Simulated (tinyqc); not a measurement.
Worked calculation: geometry optimisation on the PBE/sto-3g surface (energies and gradients from PySCF), for H3+, spin multiplicity 1. One step of it, computed by the program tinyqc.

Question. Step 2: move. Quasi-Newton step p = -H^(-1) g (the inverse Hessian comes from BFGS updates; coordinates in the order x, y, z of each atom); steps longer than 0.1 bohr are cut back (factor 0.504 here).

positions after step 1 (bohr):
```
            x          y         z
1H  -0.008030   0.062758  0.055250
2H  -0.062027  -0.129130  1.516748
3H  -0.069783   1.428864  0.650321
```

gradient (hartree/bohr):
```
              x            y            z
1H  -0.00748562   0.07249345   0.13533733
2H   0.00351886   0.03442788  -0.11012602
3H   0.00396669  -0.10692130  -0.02521137
```

inverse Hessian in use (bohr^2/hartree):
```
           1          2          3          4          5          6          7          8
1   1.665962   0.006423   0.013020   0.000332   0.006391  -0.012517   0.000373  -0.012814
2   0.006423   1.608306  -0.118739  -0.003023  -0.059492   0.114909  -0.003401   0.117853
3   0.013020  -0.118739   1.426271  -0.006127  -0.117180   0.230601  -0.006894   0.235919
4   0.000332  -0.003023  -0.006127   1.666511  -0.003006   0.005890  -0.000176   0.006029
5   0.006391  -0.059492  -0.117180  -0.003006   1.618561   0.106777  -0.003385   0.107598
6  -0.012517   0.114909   0.230601   0.005890   0.106777   1.448976   0.006628  -0.221686
7   0.000373  -0.003401  -0.006894  -0.000176  -0.003385   0.006628   1.666469   0.006785
8  -0.012814   0.117853   0.235919   0.006029   0.107598  -0.221686   0.006785   1.441215
9  -0.000503   0.003830   0.009794   0.000237   0.010403  -0.012910   0.000266  -0.014233

           9
1  -0.000503
2   0.003830
3   0.009794
4   0.000237
5   0.010403
6  -0.012910
7   0.000266
8  -0.014233
9   1.669783
```

Give: positions after step 2.

Answer.

positions after step 2 (bohr):
```
          x        y        z
1H  -0.0044   0.0260  -0.0099
2H  -0.0637  -0.1352   1.5632
3H  -0.0717   1.4717   0.6691
```
